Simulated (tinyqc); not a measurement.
Free and trapped electrons in a MOS channel with a dense trap tail: one step of the calculation.

p-type body, charge-sheet picture, full ionisation (an idealisation for deep acceptors), Boltzmann statistics for free electrons. e = Ec - EF at the surface. Acceptor-like traps of density D(E) = D0 + De exp(-E/Ew) at depth E below Ec, from 0 to Eu, hold n_t = integral of D(E)/(1 + exp((e - E)/Vt)). psi = Eg - Vt ln(Nv/Na) - e; N_dep = sqrt(2 eps0 eps_r Na (psi - Vt)/q); n_f = sqrt(N_dep^2 + 2 eps0 eps_r Vt Nc exp(-e/Vt)/q) - N_dep; Vg = Vfb + psi + q (N_dep + n_t + n_f)/Cox, Cox = eps0 eox/tox.

Question. Charges and gate voltage. psi, N_dep, n_f and Vg as defined, with the n_t given; free share n_f/(n_f + n_t); apparent mobility mf n_f/(n_f + n_t); gate voltage spent on traps q n_t/Cox.

Inputs (values chosen for the exercise); band and dielectric values close to those of 4H silicon carbide: temperature T = 250 K; band gap Eg = 3.22 eV; relative permittivity eps_r = 9.53; conduction-band density of states at T Nc = 1.29e19 cm^-3; valence-band density of states at T Nv = 1.92e19 cm^-3; relative permittivity of the insulator eox = 3.9; insulator thickness tox = 40 nm; acceptor density Na = 9.6e15 cm^-3; flat-band voltage without trapped charge Vfb = -2.51 V; mobility of free electrons mf = 110 cm^2/(V s); Ec - EF at the surface e = 0.07 eV.

Constants: q = 1.602176634e-19 C, kB = 1.380649e-23 J/K, Vt = kB T/q, eps0 = 8.8541878128e-14 F/cm where lengths are in cm. Results are converted to the units shown.

n_t = 2.2121648e12 cm^-2

Give: psi; N_dep; n_f; Vg; free share; apparent mobility; gate voltage spent on traps.

Answer.

psi = 2.9863 V
N_dep = 5.4753e11 cm^-2
n_f = 9.5413e10 cm^-2
Vg = 5.7751 V
free share = 4.1348 %
apparent mobility = 4.5482 cm^2/(V s)
gate voltage spent on traps = 4.1056 V

Program tinyqc, `OMP_NUM_THREADS=1 python tinyqc.py 2222097 2222098 out.jsonl`; Intel Xeon 2.30GHz, shared host, one thread, about 0.02 s.
